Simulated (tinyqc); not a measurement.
Worked calculation: Luttinger-Kohn k.p, four valence bands. One step of it, computed by the program tinyqc.

Problem. Bloch Hamiltonian at k. P = c g1 k^2, Q = c g2 (kx^2 + ky^2 - 2 kz^2), R = c sqrt3 [-g2 (kx^2 - ky^2) + 2i g3 kx ky], S = 2 c sqrt3 g3 (kx - i ky) kz, c = hbar^2/2m = 3.809982 eV angstrom^2; rows [P+Q, -S, R, 0], [-S*, P-Q, 0, R], [R*, 0, P-Q, S], [0, R*, S*, P+Q]. The path ends lie at |k| = 0.07 1/angstrom.

Luttinger parameters chosen for this model; energies are counted downward from the top of the valence band:
```
parameter     value  unit
g1         6.100000
g2         1.190000
g3         2.270000
```

k point k (1/angstrom): -0.039000  0.014000  0.041000

Give: H(k) at k.

Solution.

H(k) at k (eV), lower triangle (Hermitian):
```
                  3/2              1/2             -1/2    -3/2
3/2            0.0715
1/2    0.0479-0.0172i           0.0864
-1/2  -0.0104+0.0164i           0.0000           0.0864
-3/2           0.0000  -0.0104+0.0164i  -0.0479+0.0172i  0.0715
```
